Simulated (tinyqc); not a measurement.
Worked calculation: CIS on RHF in the sto-3g basis, for BeH2, spin multiplicity 1. One step of it, computed by the program tinyqc.

Task: CIS matrix, triplets. A(ia,jb) = (e_a - e_i) d_ij d_ab - (ij|ab).

orbital energies (hartree): MO1 -4.517107, MO2 -0.472379, MO3 -0.439161, MO4 0.209290, MO5 0.209290, MO6 0.501451, MO7 1.061718

Two-electron integrals over orbitals (pq|rs), unique and non-zero (hartree):
```
p,q,r,s,(pq|rs)
1,1,1,1,2.271413
2,1,1,1,-0.205888
2,1,2,1,0.028599
2,2,1,1,0.502005
2,2,2,1,-0.007346
2,2,2,2,0.408317
3,1,3,1,0.006557
3,2,3,1,0.015734
3,2,3,2,0.165976
3,3,1,1,0.473689
3,3,2,1,-0.003042
3,3,2,2,0.421808
3,3,3,3,0.444769
4,1,4,1,0.015768
4,2,4,1,0.015500
4,2,4,2,0.050520
4,3,4,3,0.015526
4,4,1,1,0.569167
4,4,2,1,-0.008456
4,4,2,2,0.375666
4,4,3,3,0.364375
4,4,4,4,0.449859
5,1,5,1,0.015768
5,2,5,1,0.015500
5,2,5,2,0.050520
5,3,5,3,0.015526
5,4,5,4,0.024249
5,5,1,1,0.569167
5,5,2,1,-0.008456
5,5,2,2,0.375666
5,5,3,3,0.364375
5,5,4,4,0.401360
5,5,5,5,0.449859
6,1,1,1,-0.171485
6,1,2,1,0.024518
6,1,2,2,-0.007132
6,1,3,3,-0.004637
6,1,4,4,-0.004161
6,1,5,5,-0.004161
6,1,6,1,0.021354
6,2,1,1,0.098764
6,2,2,1,-0.006885
6,2,2,2,-0.029222
6,2,3,3,-0.051601
6,2,4,4,0.045699
6,2,5,5,0.045699
6,2,6,1,-0.003080
6,2,6,2,0.075906
6,3,3,1,-0.003880
6,3,3,2,-0.096487
6,3,6,3,0.083108
6,4,4,1,0.016256
6,4,4,2,0.047647
6,4,6,4,0.051130
6,5,5,1,0.016256
6,5,5,2,0.047647
6,5,6,5,0.051130
6,6,1,1,0.479555
6,6,2,1,-0.006308
6,6,2,2,0.404827
6,6,3,3,0.415773
6,6,4,4,0.372317
6,6,5,5,0.372317
6,6,6,1,-0.005591
6,6,6,2,-0.038816
6,6,6,6,0.418314
7,1,3,1,0.011952
7,1,3,2,0.021372
7,1,6,3,-0.003193
7,1,7,1,0.022416
7,2,3,1,0.002870
7,2,3,2,-0.046700
7,2,6,3,0.061091
7,2,7,1,0.006691
7,2,7,2,0.056513
7,3,1,1,0.133563
7,3,2,1,-0.005621
7,3,2,2,-0.009511
7,3,3,3,-0.024271
7,3,4,4,0.053990
7,3,5,5,0.053990
7,3,6,1,-0.002947
7,3,6,2,0.071016
7,3,6,6,-0.030196
7,3,7,3,0.080634
7,4,4,3,0.013900
7,4,7,4,0.016278
7,5,5,3,0.013900
7,5,7,5,0.016278
7,6,3,1,0.012005
7,6,3,2,0.143756
7,6,6,3,-0.097527
7,6,7,1,0.016162
7,6,7,2,-0.059273
7,6,7,6,0.142469
7,7,1,1,0.588370
7,7,2,1,-0.009674
7,7,2,2,0.439294
7,7,3,3,0.458728
7,7,4,4,0.395921
7,7,5,5,0.395921
7,7,6,1,-0.009170
7,7,6,2,-0.044985
7,7,6,6,0.445545
7,7,7,3,-0.018878
7,7,7,7,0.502469
```

Give: CIS matrix A, triplet.

Result:

CIS matrix A, triplet (hartree), lower triangle:
```
,1>4,1>5,1>6,1>7,2>4,2>5,2>6,2>7,3>4,3>5,3>6,3>7
1>4,4.1572
1>5,0.0000,4.1572
1>6,0.0000,0.0000,4.5390
1>7,0.0000,0.0000,0.0000,4.9905
2>4,0.0085,0.0000,0.0000,0.0000,0.3060
2>5,0.0000,0.0085,0.0000,0.0000,0.0000,0.3060
2>6,0.0000,0.0000,0.0063,0.0000,0.0000,0.0000,0.5690
2>7,0.0000,0.0000,0.0000,0.0097,0.0000,0.0000,0.0000,1.0948
3>4,0.0000,0.0000,0.0000,0.0000,0.0000,0.0000,0.0000,0.0000,0.2841
3>5,0.0000,0.0000,0.0000,0.0000,0.0000,0.0000,0.0000,0.0000,0.0000,0.2841
3>6,0.0000,0.0000,0.0000,-0.0120,0.0000,0.0000,0.0000,-0.1438,0.0000,0.0000,0.5248
3>7,0.0000,0.0000,-0.0120,0.0000,0.0000,0.0000,-0.1438,0.0000,0.0000,0.0000,0.0000,1.0422
```
